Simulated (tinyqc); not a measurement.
# Schottky barrier with interface states (Cowley-Sze model), image lowering and contact resistance, step by step

A worked calculation. Computed by tinyqc, a small Python program that keeps every step. Command: `OMP_NUM_THREADS=1 python tinyqc.py 3022935 3022936 out.jsonl pinning walk`. One thread of a shared host (Intel(R) Xeon(R) Processor @ 2.30GHz), about 0.01 s of CPU time with the checks. Intermediate numbers are printed to about 7 digits and carried at full precision; extremes and crossings named in words are read from the listed rows.

An n-type semiconductor under a metal. The barrier lies between the Schottky-Mott limit phi_M - chi and the Bardeen limit E_g - E_n, E_n being the neutrality level of the interface states; the space-charge term of the full Cowley-Sze expression is left out.

Inputs (values chosen for the exercise, for a model semiconductor): gap E_g = 2.06 eV; electron affinity chi = 3.76 eV; metal work function phi_M = 4.37 eV; neutrality level E_n above the valence band = 1.26 eV; optical dielectric constant eps_opt = 8.25; dielectric constant eps_s = 12.9; electron mass m_e = 0.466 m_0; valleys M_c = 3; donor density N = 2.6e+17 cm^-3; temperature T = 200 K; reverse bias V_r = 1.5 V.

Pinning factor from: Moench relation.

Constants: k_B = 8.617333262e-05 eV/K; m_0 = 9.1093837015e-31 kg; k_B = 1.380649e-23 J/K; h = 6.62607015e-34 J s; eps_0 = 8.8541878128e-12 F/m; e = 1.602176634e-19 C; hbar = 1.054571817e-34 J s.

## Pinning factor and barrier

S = 1/(1 + 0.1 (eps_opt - 1)^2), an empirical relation for metal-induced gap states. phi_B = S (phi_M - chi) + (1 - S)(E_g - E_n); the hole barrier is E_g - phi_B.

pinning factor S = 0.1598402

Schottky-Mott barrier = 0.61 eV

Bardeen barrier = 0.8 eV

barrier phi_B = 0.7696304 eV

hole barrier = 1.290370 eV

The contact is partly pinned.

## Depletion layer and image lowering under reverse bias

N_c = 2 M_c (2 pi m_e k_B T/h^2)^(3/2); xi = E_c - E_F solves N = N_c F_1/2(-xi/k_B T) (bisection; full ionisation). F_1/2(eta) = (2/sqrt(pi)) int_0^infinity sqrt(x)/(1 + exp(x - eta)) dx, by the trapezoid rule in t = sqrt(x) with step 0.02 up to t = 12 (for eta < -12 by exp(eta) - exp(2 eta)/2^(3/2)). V_bi = phi_B - xi; W = sqrt(2 eps_s eps_0 (V_bi + V_r - k_B T/e)/(e N)); field at the metal E_m = e N W/(eps_s eps_0); image lowering sqrt(e E_m/(4 pi eps_s eps_0)).

N_c = 1.303573e+19 cm^-3

xi = 0.06734821 eV

built-in voltage V_bi = 0.7022822 V

depletion width W = 109.4644 nm

field E_m = 399225.3 V/cm

image lowering = 0.06675597 eV

## Thermionic current

A* = 4 pi e m_e M_c k_B^2/h^3 (a simple valley count); J_s = A* T^2 exp(-phi/k_B T). J_0 uses phi_B; the reverse current uses phi_B less the image lowering, times 1 - exp(-V_r/k_B T).

Richardson constant A* = 168.0022 A cm^-2 K^-2

J_0 = 2.713583e-13 A/cm^2

thermionic reverse current = 1.305327e-11 A/cm^2

Image lowering raises the reverse current by a factor 48.1.

## Tunnelling scale and contact resistivity

E_00 = (e hbar/2) sqrt(N/(m_e eps_s eps_0)), E_0 = E_00 coth(E_00/k_B T); scaling form of the contact resistivity rho_c = (k_B/(e A* T)) exp(phi_B/E_0), which is the thermionic result when E_00 << k_B T and keeps only the leading exponential of tunnelling when E_00 >> k_B T; image lowering is left out of it.

E_00 = 0.003861234 eV

E_00/k_B T = 0.2240388

E_0 = 0.01752206 eV

contact resistivity rho_c = 3.053261e+10 ohm cm^2

With the usual bounds 0.5 and 5 on E_00/k_B T the regime is thermionic emission; so large a rho_c means a blocking contact.

## Choosing the metal

The formulas are those given above.

Against work function:
```
phi_M (eV)  Schottky-Mott (eV)  phi_B (eV)  J_0 (A/cm^2)  rho_c (ohm cm^2)
3.76                      0.00   0.6721279  7.771377e-11      1.169790e+08
3.99                      0.23   0.7088911  9.206725e-12      9.534680e+08
4.22                      0.46   0.7456543  1.090718e-12      7.771490e+09
4.45                      0.69   0.7824176  1.292170e-13      6.334356e+10
4.67                      0.91   0.8175824  1.679596e-14      4.712847e+11
4.90                      1.14   0.8543457  1.989811e-15      3.841329e+12
5.13                      1.37   0.8911089  2.357323e-16      3.130976e+13
5.36                      1.60   0.9278721  2.792713e-17      2.551984e+14
```

A span of 1.60 eV in work function moves the barrier by 0.256 eV (slope S = 0.160) and rho_c by 6.3 decades. The barrier equals its Schottky-Mott value only at phi_M = chi + E_g - E_n = 4.56 eV, where the interface states are neutral.

## Doping the contact

Regimes: thermionic below E_00/k_B T = 0.5, field emission above 5.

Against doping:
```
N (cm^-3)  1e10/sqrt(N)    E_00/k_B T  rho_c (ohm cm^2)                     regime
1.00e+16   1.000000e+02  4.393763e-02      6.171480e+10        thermionic emission
1.00e+17   3.162278e+01  1.389430e-01      4.775465e+10        thermionic emission
1.00e+18   1.000000e+01  4.393763e-01      4.408028e+09        thermionic emission
3.00e+18   5.773503e+00  7.610220e-01      5.774564e+07  thermionic-field emission
1.00e+19   3.162278e+00  1.389430e+00      5.428550e+03  thermionic-field emission
3.00e+19   1.825742e+00  2.406563e+00      2.177188e-01  thermionic-field emission
1.00e+20   1.000000e+00  4.393763e+00      6.631731e-05  thermionic-field emission
3.00e+20   5.773503e-01  7.610220e+00      9.066083e-07             field emission
1.00e+21   3.162278e-01  1.389430e+01      6.380288e-08             field emission
```

Even over the thermionic rows rho_c falls by a factor 14, since the barrier is many E_0 high, and then it falls faster, by 18.0 decades in all; in field emission ln rho_c is linear in 1/sqrt(N). It passes below 1e-7 ohm cm^2 at N = 1e21 cm^-3 of those listed.

Checks made by the program: charge in the layer against the field (relative difference below 1e-10).
